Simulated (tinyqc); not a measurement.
Gated graphene, quantum capacitance: one step of the calculation.

phi is the Fermi level above the Dirac point, in volts; Vg is counted from the gate voltage of charge neutrality. Ideal linear bands, no charge puddles.

Question. Charge and capacitances at the solution. N0 = (2/pi)(kB T/(hbar vF))^2; n = N0 F1(phi/Vt), p = N0 F1(-phi/Vt), F1(e) = int_0^infinity u du/(1 + exp(u - e)) = -Li2(-exp(e)); Cq = q d(n - p)/dphi = (q N0/Vt) ln[2 (1 + cosh(phi/Vt))]. 1/C_G = 1/Cox + 1/(Cq + q Dit); dphi/dVg = Cox/(Cox + Cq + q Dit).

Inputs (values chosen for the exercise); values close to those of graphene:
```
symbol   value         unit           meaning
T           77            K       temperature
vF      9.55e5          m/s    Fermi velocity
Dit          0  cm^-2 eV^-1  density of traps
```

Constants: q = 1.602176634e-19 C, kB = 1.380649e-23 J/K, hbar = 1.054571817e-34 J s, Vt = kB T/q. Results are converted to the units shown.

converged phi = -0.22019772 V
Cox = 0.78480301 uF/cm^2

Wanted: n - p; Cq; C_G; dphi/dVg.

Answer.

n - p = -3.918e12 cm^-2
Cq = 5.684 uF/cm^2
C_G = 0.6896 uF/cm^2
dphi/dVg = 0.1213

Cq is 7.24 times Cox, so C_G is 87.9 % of Cox; 21.6 % of the gate voltage has gone into phi.

tinyqc, about 0.01 s, one thread, Intel Xeon 2.30GHz (shared host): `OMP_NUM_THREADS=1 python tinyqc.py 2200014 2200015 out.jsonl`
